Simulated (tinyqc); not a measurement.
# Transit time and capacitance from two cut-off frequencies

Problem. 1/(2 pi fT) = tauF + Vt C/JC, C the sum of the junction capacitances per area. Find C, tauF and the limit of fT at high current.

Values chosen for this exercise: temperature T = 300 K.

Constants: q = 1.602176634e-19 C, kB = 1.380649e-23 J/K, Vt = kB T/q. Results are converted to the units shown.

JC (mA/um^2): [0.028, 0.35]
fT (GHz): [16.712153, 29.132906]

Solution. The delay is a straight line in 1/JC with slope Vt C and intercept tauF.

C = 4.780 fF/um^2
tauF = 5.110 ps
limit of fT = 31.15 GHz

tinyqc, about 0.01 s, one thread, Intel Xeon 2.30GHz (shared host): `OMP_NUM_THREADS=1 python tinyqc.py 2320071 2320072 out.jsonl`
